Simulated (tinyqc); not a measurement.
From results back to parameters: ellipsoidal valleys in the axes of a wafer and a channel. Two cases, with inputs chosen for the exercise.

Problem. A valley whose axis makes az^2 = 0.272727 with the surface normal has 1/mz = az^2/ml + (1 - az^2)/mt and mz md^2 = ml mt^2. Its confinement and density-of-states masses are given, and ml > mt.

Find: ml mt^2; mt; ml.

Method. Put ml = (mz md^2)/mt^2 into the first relation and solve for mt below (mz md^2)^(1/3), the value at which ml = mt; a scan of that range finds one root.

Case 1.

mz, md (m0): 0.1092923  0.3093387

Solution.

ml mt^2 = 0.010458
mt = 0.081 m0
ml = 1.594 m0

Case 2.

mz, md (m0): 0.1106736  0.3155595

Solution.

ml mt^2 = 0.011021
mt = 0.082 m0
ml = 1.639 m0

Computed by tinyqc, one run a case: `OMP_NUM_THREADS=1 python tinyqc.py N N+1 out.jsonl` with N = 1880364, 1880389; one thread of a shared Intel(R) Xeon(R) Processor @ 2.30GHz, about 0.01 s a run at most.
